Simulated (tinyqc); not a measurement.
Cyclotron masses against the field direction: averaged masses of warped heavy- and light-hole bands.

Four-band hole energies E = c k^2 f(u), c = hbar^2/2m0, f = g1 -/+ 2 sqrt(g2^2 + 3 (g3^2 - g2^2) s), s = ux^2 uy^2 + uy^2 uz^2 + uz^2 ux^2 for the unit vector u; minus for heavy, plus for light holes; the mass along u is 1/f.

Values chosen for the exercise (out of a larger set: near those of InSb; not measured data):
```
symbol  value  unit  meaning
g1      34.95        Luttinger gamma1
g2      15.44        gamma2
g3      16.41        gamma3
```

For the central orbit m_cyc is the mean of 1/f(u) over the directions u normal to B (360 points on the circle). B lies in the (1-10) plane at the angle from [001]; 54.7 degrees is [111], 90 is [110].

Masses (m0):
```
angle (degrees)   heavy   light
0.0              0.3076  0.0150
15.0             0.3207  0.0150
30.0             0.3532  0.0149
45.0             0.3798  0.0149
70.0             0.3797  0.0149
90.0             0.3755  0.0149
```

Give the missing row, angle (degrees) = 54.7.

Computed row:
```
angle (degrees)   heavy   light
54.7             0.3840  0.0149
```

The heavy mass is smallest at 0 and largest at 54.7 degrees of the angles listed, a spread of 25 %; the light mass varies by 1.1 %. The orbit normal to [001] has s between 0 and 1/4, the orbit normal to [111] has s = 1/4 all round, which gives 1/(g1 - sqrt(g2^2 + 3 g3^2)) = 0.3840. This is the classical limit; low Landau levels of holes depart from it.

Program tinyqc; command `OMP_NUM_THREADS=1 python tinyqc.py 1050090 1050091 out.jsonl`; about 0.01 s on one thread of a shared Intel(R) Xeon(R) Processor @ 2.30GHz.
